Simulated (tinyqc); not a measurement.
What each parameter does: quantum well in an electric field by finite differences.

Finite differences on points z_i at the centres of cells of width h: H_ii = (c/h^2)(1/m_(i-1/2) + 1/m_(i+1/2)) + V_i, H_(i,i+1) = -(c/h^2)/m_(i+1/2), where m_(i+1/2) is the mean of the masses at the two points (the end values are repeated outwards), psi = 0 on the points beyond both ends, c = hbar^2/2m0. The field adds e F (z - z0) with z0 the middle of the structure; 1 kV/cm = 1e-5 eV/angstrom.

Constants: hbar^2/2m0 = 3.80998211 eV angstrom^2.

Values chosen for the exercise (near those of a strained Si well in SiGe; shifted at random, so the results belong to these values and not to a real crystal): Lw = 36 angstrom (well width); Lb = 18 angstrom (each outer barrier); V0 = 0.175 eV (barrier height); mw = 0.911 m0 (mass in the well); mb = 0.962 m0 (mass in the barriers); F = 75 kV/cm (field along z); hf = 0.375 angstrom (cell width of the fine grid).

Three layers: barrier, well, barrier; fine grid. The Stark shift is E1(F) - E1(0).

Results for these values:

| case | E1 (eV) | E2 - E1 (meV) | Stark shift (meV) | <z - z0> (angstrom) |
|---|---|---|---|---|
| base | 0.0186 | 56.8 | -0.73 | -1.94 |

What happens to each result for V0 = 0.21 eV, all else kept?

Answer: E1 rises from 0.0186 to 0.0194; E2 - E1 rises from 56.8 to 59.4; Stark shift rises from -0.73 to -0.66; <z - z0> rises from -1.94 to -1.76.

The same for each parameter in turn:

| case | E1 (eV) | E2 - E1 (meV) | Stark shift (meV) | <z - z0> (angstrom) |
|---|---|---|---|---|
| base | 0.0186 | 56.8 | -0.73 | -1.94 |
| Lw = 42 angstrom | 0.0140 | 45.8 | -1.15 | -3.02 |
| Lb = 24 angstrom | 0.0186 | 56.6 | -0.73 | -1.95 |
| V0 = 0.21 eV | 0.0194 | 59.4 | -0.66 | -1.76 |
| mw = 1.0476 m0 | 0.0170 | 52.3 | -0.75 | -1.99 |
| mb = 0.7696 m0 | 0.0195 | 58.5 | -0.69 | -1.83 |
| F = 37.5 kV/cm | 0.0191 | 56.2 | -0.18 | -0.98 |

Run: tinyqc, `OMP_NUM_THREADS=1 python tinyqc.py 1281880 1281881 out.jsonl`; Intel(R) Xeon(R) Processor @ 2.30GHz, one thread, shared host; about 0.02 s of CPU time with all checks.
